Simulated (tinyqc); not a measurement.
Inside a calculation. Method: ROHF in the sto-6g basis, for Li, spin multiplicity 2. One step of it, computed by the program tinyqc.

Problem. Iteration 1: building the Fock matrix. J_ij = sum D_kl (ij|kl) with D = D(alpha) + D(beta), K_ij = sum D_kl (ik|jl) for each spin; F = H + J - K(s); E = tr D H + tr D J / 2 - 0.5 sum_s tr D(s) K(s) + E_nn.

D(alpha) at the start:
```
            1Li 1s     1Li 2s   1Li 2px   1Li 2py   1Li 2pz
1Li 1s    1.058845  -0.249614  0.000000  0.000000  0.000000
1Li 2s   -0.249614   1.058845  0.000000  0.000000  0.000000
1Li 2px   0.000000   0.000000  0.000000  0.000000  0.000000
1Li 2py   0.000000   0.000000  0.000000  0.000000  0.000000
1Li 2pz   0.000000   0.000000  0.000000  0.000000  0.000000
```

D(beta) at the start:
```
            1Li 1s     1Li 2s   1Li 2px   1Li 2py   1Li 2pz
1Li 1s    1.014686  -0.033493  0.000000  0.000000  0.000000
1Li 2s   -0.033493   0.001106  0.000000  0.000000  0.000000
1Li 2px   0.000000   0.000000  0.000000  0.000000  0.000000
1Li 2py   0.000000   0.000000  0.000000  0.000000  0.000000
1Li 2pz   0.000000   0.000000  0.000000  0.000000  0.000000
```

core Hamiltonian H = T + V (hartree):
```
            1Li 1s     1Li 2s    1Li 2px    1Li 2py    1Li 2pz
1Li 1s   -4.450402  -0.939085   0.000000   0.000000   0.000000
1Li 2s   -0.939085  -1.093522   0.000000   0.000000   0.000000
1Li 2px   0.000000   0.000000  -0.879985   0.000000   0.000000
1Li 2py   0.000000   0.000000   0.000000  -0.879985   0.000000
1Li 2pz   0.000000   0.000000   0.000000   0.000000  -0.879985
```

Two-electron integrals (ij|kl) in chemists' order, unique and non-zero (hartree):
```
(11|11) 1.681247   (21|11) 0.242603   (21|21) 0.044507   (22|11) 0.397190
(22|21) 0.090279   (22|22) 0.290625   (31|31) 0.009437   (32|31) 0.014261
(32|32) 0.064236   (33|11) 0.397190   (33|21) 0.090279   (33|22) 0.290625
(33|33) 0.313125   (41|41) 0.009437   (42|41) 0.014261   (42|42) 0.064236
(43|43) 0.016875   (44|11) 0.397190   (44|21) 0.090279   (44|22) 0.290625
(44|33) 0.279374   (44|44) 0.313125   (51|51) 0.009437   (52|51) 0.014261
(52|52) 0.064236   (53|53) 0.016875   (54|54) 0.016875   (55|11) 0.397190
(55|21) 0.090279   (55|22) 0.290625   (55|33) 0.279374   (55|44) 0.279374
(55|55) 0.313125
```

nuclear repulsion = 0 hartree

Give: Coulomb J; exchange K(alpha); exchange K(beta); F(alpha); F(beta); total energy of this density.

Solution.

Coulomb J (hartree):
```
         1Li 1s  1Li 2s  1Li 2px  1Li 2py  1Li 2pz
1Li 1s   3.7698  0.5735   0.0000   0.0000   0.0000
1Li 2s   0.5735  1.0805   0.0000   0.0000   0.0000
1Li 2px  0.0000  0.0000   1.0805   0.0000   0.0000
1Li 2py  0.0000  0.0000   0.0000   1.0805   0.0000
1Li 2pz  0.0000  0.0000   0.0000   0.0000   1.0805
```

exchange K(alpha) (hartree):
```
         1Li 1s  1Li 2s  1Li 2px  1Li 2py  1Li 2pz
1Li 1s   1.7062  0.2422   0.0000   0.0000   0.0000
1Li 2s   0.2422  0.3098   0.0000   0.0000   0.0000
1Li 2px  0.0000  0.0000   0.0709   0.0000   0.0000
1Li 2py  0.0000  0.0000   0.0000   0.0709   0.0000
1Li 2pz  0.0000  0.0000   0.0000   0.0000   0.0709
```

exchange K(beta) (hartree):
```
         1Li 1s  1Li 2s  1Li 2px  1Li 2py  1Li 2pz
1Li 1s   1.6897  0.2315   0.0000   0.0000   0.0000
1Li 2s   0.2315  0.0394   0.0000   0.0000   0.0000
1Li 2px  0.0000  0.0000   0.0087   0.0000   0.0000
1Li 2py  0.0000  0.0000   0.0000   0.0087   0.0000
1Li 2pz  0.0000  0.0000   0.0000   0.0000   0.0087
```

F(alpha) (hartree):
```
          1Li 1s   1Li 2s  1Li 2px  1Li 2py  1Li 2pz
1Li 1s   -2.3868  -0.6078   0.0000   0.0000   0.0000
1Li 2s   -0.6078  -0.3228   0.0000   0.0000   0.0000
1Li 2px   0.0000   0.0000   0.1296   0.0000   0.0000
1Li 2py   0.0000   0.0000   0.0000   0.1296   0.0000
1Li 2pz   0.0000   0.0000   0.0000   0.0000   0.1296
```

F(beta) (hartree):
```
          1Li 1s   1Li 2s  1Li 2px  1Li 2py  1Li 2pz
1Li 1s   -2.3704  -0.5970   0.0000   0.0000   0.0000
1Li 2s   -0.5970  -0.0524   0.0000   0.0000   0.0000
1Li 2px   0.0000   0.0000   0.1918   0.0000   0.0000
1Li 2py   0.0000   0.0000   0.0000   0.1918   0.0000
1Li 2pz   0.0000   0.0000   0.0000   0.0000   0.1918
```

total energy of this density = -7.393162 hartree
